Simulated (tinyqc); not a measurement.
## Trap density from one capacitance

Inverse problem. Traps spread evenly through the insulator exchange electrons with the semiconductor by tunnelling, with tau(x) = t0 exp(2 ka x) at depth x from the interface. The admittance per area Y seen at depth x obeys dY/dx = -Y^2/(i w eps0 eox) + q Nb ln(1 + i w tau)/tau, with Y(0) = i w Cs and w = 2 pi f; the gate sees Y(tox) = G + i w C. Working variable y = Y/(i w), in uF/cm^2. Cox = eps0 eox/tox. Find Nb and G/w.

Parameters, values chosen for the exercise:

| symbol | value | unit | meaning |
|---|---|---|---|
| eox | 8.7 |  | relative permittivity of the insulator |
| tox | 7.7 | nm | insulator thickness |
| Cs | 6.3 | uF/cm^2 | semiconductor capacitance in accumulation |
| ka | 4.9 | 1/nm | decay constant of the wave function in the insulator |
| t0 | 3e-11 | s | time constant of a trap at the interface |
| f | 10000 | Hz | frequency |

Constants: q = 1.602176634e-19 C, eps0 = 8.8541878128e-14 F/cm where lengths are in cm. Results are converted to the units shown.

C = 0.87986050 uF/cm^2

Answer. C rises steadily with Nb, so one density matches; in practice ka and t0 must come from the frequency dependence.

Nb = 1.50e19 cm^-3 eV^-1
G/w = 0.00317 uF/cm^2

Computed by the program tinyqc: `OMP_NUM_THREADS=1 python tinyqc.py 2202008 2202009 out.jsonl`, one thread of a shared Intel Xeon 2.30GHz, about 0.6 s for the whole run.
